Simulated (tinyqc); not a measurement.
Effective mass of the conduction band from tabulated energies: one step. Which mass for which use.

Constants: kB = 8.617333262e-05 eV/K.

Inputs chosen for the exercise (out of a larger set: band of an eight-band Kane model near InSb; not measured data): T = 77 K (temperature).

m = 0.0135029 m0
alpha = 3.91938 1/eV

Task: From the fitted m and alpha: momentum mass at energy E, m (1 + 2 alpha E); curvature mass m (1 + 2 alpha E)^3; thermal factors to first order in alpha kT: density of states Nc (1 + 15 alpha kT/4), conductivity mass m (1 + 5 alpha kT). Take E = 3 kT/2.

Give: alpha kT; momentum mass; curvature mass; factor on Nc; thermal conductivity mass.

Result:

alpha kT = 0.0260
momentum mass = 0.01456 m0
curvature mass = 0.01692 m0
factor on Nc = 1.0975
thermal conductivity mass = 0.01526 m0

alpha kT is small, so first order serves.

Run: tinyqc, `OMP_NUM_THREADS=1 python tinyqc.py 1881145 1881146 out.jsonl`; Intel(R) Xeon(R) Processor @ 2.30GHz, one thread, shared host; about 0.01 s of CPU time with all checks.
